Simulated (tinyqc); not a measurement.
Deformation-potential model of the Delta valleys of a conduction band: sweeps and comparisons. A value that a table varies takes the place of the one given here.

Valleys with axes along x, y and z, each a pair at +k and -k. Herring-Vogt shift of a valley with unit axis a: dE = Xd tr(e) + Xu a.e.a. Non-degenerate shares n_i = exp(-dE_i/kT)/sum_j exp(-dE_j/kT). Inverse mass tensor of a valley: (1 - a a)/mt + a a/ml; the masses are taken as independent of strain.

s11 = (C11 + C12)/((C11 - C12)(C11 + 2 C12)), s12 = -C12/((C11 - C12)(C11 + 2 C12)), s44 = 1/C44; exx = s11 sxx + s12 (syy + szz) and cyclic, exy = s44 sxy/2; tension is positive. A uniaxial stress X along the unit vector n is s_ij = X n_i n_j.

Constants: kB = 8.617333262e-05 eV/K.

Parameters, chosen for this exercise (near those of Si; the results hold for these values, not for the real material): ml = 0.941 m0 (longitudinal mass); mt = 0.191 m0 (transverse mass); Xd = 1.16 eV (dilation potential); Xu = 9.54 eV (uniaxial potential); C11 = 167.1 GPa; C12 = 63.3 GPa; C44 = 79.3 GPa; load = uniaxial [110] (kind of stress); T = 300 K (temperature); X1 = 0.8 GPa (size of the stress); X = 0.78 GPa (stress).

## Sweep of a uniaxial [110] stress

m_c = 1/(u.M.u) along [110] with M = sum_i n_i (inverse mass tensor); gain against zero stress at a fixed scattering time.

Results:
```
X (GPa)  spread (meV)  lowest edge (meV)    n x    n y    n z  m_c (m0)  gain (%)
-3.00           137.9              -90.3  0.499  0.499  0.002    0.3170     -18.0
-1.50            68.9              -45.1  0.483  0.483  0.034    0.3106     -16.3
-0.60            27.6              -18.1  0.427  0.427  0.147    0.2894     -10.1
0.00              0.0                0.0  0.333  0.333  0.333    0.2601       0.0
0.60             27.6               -9.5  0.204  0.204  0.592    0.2281      14.1
1.50             68.9              -23.8  0.061  0.061  0.878    0.2008      29.6
3.00            137.9              -47.6  0.005  0.005  0.990    0.1917      35.7
```

Along [110] the gain is -18.0 % at -3.00 GPa and +35.7 % at 3.00 GPa. The slope at zero stress (from +/- 0.001 GPa), +21.4 % per GPa, carried to the ends would give -64 and +64 %; the response falls behind at both ends, as it saturates once the spread passes a few kT (kT = 25.9 meV, spread up to 138 meV).

## Gain for each load and current direction

Each load has the size X1. Gain m_c(0)/m_c - 1 in per cent from repopulation alone, m_c = 1/(u.M.u), M = sum_i n_i (inverse mass tensor); biaxial means sxx = syy.

Gain (%); + is tension, - compression:
```
load                [100]  [010]  [001]  [110]  [1-10]  [111]
uniaxial [110] (+)   18.5   18.5  -37.0   18.5    18.5    0.0
uniaxial [110] (-)  -12.2  -12.2   24.5  -12.2   -12.2    0.0
uniaxial [100] (+)   33.1  -16.6  -16.6    8.3     8.3    0.0
uniaxial [100] (-)  -61.0   30.5   30.5  -15.3   -15.3    0.0
uniaxial [111] (+)    0.0    0.0    0.0    0.0     0.0    0.0
uniaxial [111] (-)    0.0    0.0    0.0    0.0     0.0    0.0
biaxial (001) (+)    30.5   30.5  -61.0   30.5    30.5    0.0
biaxial (001) (-)   -16.6  -16.6   33.1  -16.6   -16.6    0.0
```

The largest gain is +33.1 %, for uniaxial [100] (+) with the current along [100] and biaxial (001) (-) with the current along [001]; for a [110] channel it is +30.5 %, under biaxial (001) (+). No gain or loss appears under uniaxial [111]: the valleys stay equivalent (in real silicon shear also changes the masses, which this model leaves out).

## Temperature and repopulation

The load is fixed; m_c along [110] as 1/(u.M.u).

Results:
```
T (K)  kT (meV)    n x    n y    n z  m_c (m0)
50         4.31  0.000  0.000  1.000    0.1910
77         6.64  0.004  0.004  0.991    0.1917
150       12.93  0.056  0.056  0.889    0.1998
225       19.39  0.120  0.120  0.761    0.2112
300       25.85  0.167  0.167  0.667    0.2203
400       34.47  0.207  0.207  0.586    0.2288
500       43.09  0.233  0.233  0.535    0.2345
```

The largest share falls from 1.000 at 50 K to 0.535 at 500 K (equal shares: 0.333); m_c goes from 0.1910 to 0.2345, against 0.2601 without stress. Only spread/kT enters, so the small-stress response goes as 1/T.

## What each parameter does

Spread of the valley edges, lowest edge, largest share and m_c along [110]. Each row changes one parameter from the base and keeps the others.

Results:
```
case              spread (meV)  lowest edge (meV)  largest share  m_c (m0)
base                     35.84             -12.37         0.6667    0.2203
ml = 1.129 m0            35.84             -12.37         0.6667    0.2217
mt = 0.153 m0            35.84             -12.37         0.6667    0.1778
Xd = 0.928 eV            35.84             -12.99         0.6667    0.2203
Xu = 11.448 eV           43.01             -15.46         0.7253    0.2145
C11 = 133.68 GPa         52.86             -22.24         0.7944    0.2080
C12 = 75.96 GPa          40.82             -16.60         0.7081    0.2161
C44 = 95.16 GPa          35.84             -12.37         0.6667    0.2203
X = 0.936 GPa            43.01             -14.84         0.7253    0.2145
T = 240 K                35.84             -12.37         0.7388    0.2132
```

The largest shifts from the base row, up to three for each result and ties (the steps differ in size, so this ranks the rows, not the parameters). spread (meV): C11 +17.02, Xu +7.17, X +7.17; unchanged at the printed digits by ml, mt, Xd, C44 and T. lowest edge (meV): C11 -9.87, C12 -4.23, Xu -3.09; unchanged at the printed digits by ml, mt, C44 and T. largest share: C11 +0.1277, T +0.0721, Xu +0.0585, X +0.0585; unchanged at the printed digits by ml, mt, Xd and C44. m_c (m0): mt -0.0424, C11 -0.0122, T -0.0071; unchanged at the printed digits by Xd and C44. Xd moves all valleys together, so it shifts the edge and nothing else.

Computed by tinyqc, a small Python program: `OMP_NUM_THREADS=1 python tinyqc.py 1050777 1050778 out.jsonl` (the numbers bound the seed that draws the inputs); one thread of a shared host (Intel(R) Xeon(R) Processor @ 2.30GHz), about 0.01 s for the whole set of steps.
